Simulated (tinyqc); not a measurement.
Empty-lattice bands from Gamma to M: Brillouin zone and empty-lattice bands of the sc structure.

Primitive vectors a (1,0,0), a (0,1,0), a (0,0,1); one atom. Reciprocal vectors obey a_i.b_j = 2 pi delta_ij; k is given in units of 2 pi/a. Empty-lattice levels are c0 (2 pi/a)^2 |k + G|^2, c0 = hbar^2/2m0. Points: X = (0.5, 0, 0), M = (0.5, 0.5, 0), R = (0.5, 0.5, 0.5).

Constants: hbar^2/2m0 = 3.80998211 eV angstrom^2.
Parameters, chosen for this exercise: a = 3.513 angstrom (lattice constant).

k = f x M; the eight lowest levels, degenerate ones repeated.

Levels (eV):

| f | 1 | 2 | 3 | 4 | 5 | 6 | 7 | 8 |
|---|---|---|---|---|---|---|---|---|
| 0.000 | 0.00 | 12.19 | 12.19 | 12.19 | 12.19 | 12.19 | 12.19 | 24.38 |
| 0.167 | 0.17 | 10.33 | 10.33 | 12.36 | 12.36 | 14.39 | 14.39 | 20.48 |
| 0.333 | 0.68 | 8.80 | 8.80 | 12.86 | 12.86 | 16.93 | 16.93 | 16.93 |
| 0.500 | 1.52 | 7.62 | 7.62 | 13.71 | 13.71 | 13.71 | 19.81 | 19.81 |
| 0.667 | 2.71 | 6.77 | 6.77 | 10.83 | 14.90 | 14.90 | 18.96 | 18.96 |
| 0.833 | 4.23 | 6.26 | 6.26 | 8.29 | 16.42 | 16.42 | 18.45 | 18.45 |
| 1.000 | 6.09 | 6.09 | 6.09 | 6.09 | 18.28 | 18.28 | 18.28 | 18.28 |

Band 1 is the parabola f^2 x 6.09 eV. The next levels start from the first shell of G at 12.19 eV; a branch falls at first if its G has a component against k, and branches cross. The second level ends at 6.09 eV and meets band 1 at the zone surface.

Computed by tinyqc, a small Python program: `OMP_NUM_THREADS=1 python tinyqc.py 1851279 1851280 out.jsonl` (the numbers bound the seed that draws the inputs); one thread of a shared host (Intel(R) Xeon(R) Processor @ 2.30GHz), about 0.01 s for the whole set of steps.
